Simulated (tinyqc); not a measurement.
# p-i-n junction, non-linear Poisson equation by Newton steps: effects of single changes

One dimension, p side on the left, n side on the right; net doping C = -Na for x < 0, 0 for 0 < x < Li and +Nd beyond. The potential psi is counted from the intrinsic level, and the quasi-Fermi potentials are flat: 0 for holes and -V for electrons, so n = ni exp((psi + V)/Vt) and p = ni exp(-psi/Vt) (Boltzmann statistics, full ionisation, no current).

Parameters, values chosen for the exercise; band and dielectric values those of a made-up semiconductor:
- T = 325 K (temperature)
- Eg = 1.07 eV (band gap)
- eps_r = 10.2 (relative permittivity)
- Nc = 4.04e19 cm^-3 (conduction-band density of states at T)
- Nv = 3.83e19 cm^-3 (valence-band density of states at T)
- Na = 1.4e16 cm^-3 (acceptor density of the p side)
- Nd = 8.9e15 cm^-3 (donor density of the n side)
- V = 0 V (bias of the p side against the n side)
- Li = 290 nm (width of the undoped layer, from x = 0 to Li)

Constants: q = 1.602176634e-19 C, kB = 1.380649e-23 J/K, Vt = kB T/q, eps0 = 8.8541878128e-14 F/cm where lengths are in cm. Results are converted to the units shown.

Each table varies one quantity; the others keep the values above.

## Capacitance and field against bias

The Poisson equation d/dx(eps0 eps_r dpsi/dx) = -q (p - n + C) is solved on a mesh of more than 1000 nodes that ends in neutral material (psi_p = -Vt ln(Na/ni), psi_n = Vt ln(Nd/ni) - V). C_j = q d/dV of the integral of p over x, from the linearised equation. ni = sqrt(Nc Nv) exp(-Eg/(2 Vt)), Eg in volts. Depletion approximation: Vbi = Vt ln(Na Nd/ni^2), W = sqrt(2 eps0 eps_r (Vbi - V)(1/Na + 1/Nd)/q), xp = W Nd/(Na + Nd), xn = W Na/(Na + Nd), peak field 2 (Vbi - V)/W, capacitance eps0 eps_r/W. The last column applies it to an abrupt Na-Nd junction.

Capacitance and field against bias:
```
V (V)	peak |E| (kV/cm)	C_j (nF/cm^2)	1/C_j^2 (cm^4/uF^2)	eps0 eps_r/C_j (nm)	abrupt depletion C (nF/cm^2)
0.09	13.58	21.55	2153	419.0	27.45
-0.26	20.64	17.96	3101	502.9	21.24
-0.61	27.11	15.82	3994	570.8	17.94
-0.95	32.77	14.35	4858	629.5	15.87
-1.3	38.10	13.19	5747	684.7	14.35
-1.65	43.02	12.28	6636	735.7	13.19
-2	47.63	11.53	7525	783.5	12.28
```

What does the comparison show?

With V going from 0.09 to -2 V, C_j falls from 21.6 to 11.5 nF/cm^2 and the peak field rises from 13.6 to 47.6 kV/cm. The slope of 1/C_j^2, read as N = 2/(q eps0 eps_r |slope|), gives 5.10e15 cm^-3 between the first two rows and 5.44e15 cm^-3 between the last two, against Na Nd/(Na + Nd) = 5.44e15 cm^-3; it is not a straight line, so no single doping describes it. At the end C_j goes as (Vbi - V)^(-0.44) with Vbi = 0.613 V, and it is 6.1 % below the abrupt depletion formula (at the first row 21 % below it).

## Effect of the width of the undoped layer

Same model as above.

The abrupt values quoted are those of these depletion formulas.

Effect of the width of the undoped layer:
```
Li (nm)	peak |E| (kV/cm)	C_j (nF/cm^2)	eps0 eps_r/C_j (nm)
36	29.5	26.4	341
51	28.2	26.3	343
73	26.5	26.0	347
100	24.5	25.5	354
140	22.0	24.6	367
210	18.4	22.7	398
290	15.4	20.4	444
```

As Li grows from 36 to 290 nm, the peak field falls from 29.5 to 15.4 kV/cm and C_j falls from 26.4 to 20.4 nF/cm^2. The abrupt depletion formulas give 34.4 kV/cm and W = 356 nm; the first row's field is 14 % below that and the last row's 55 % below it. The same voltage drops over a longer distance, so the field falls.

Numbers from tinyqc (`OMP_NUM_THREADS=1 python tinyqc.py 2000060 2000061 out.jsonl`; about 0.04 s on one thread of a shared Intel Xeon 2.30GHz).
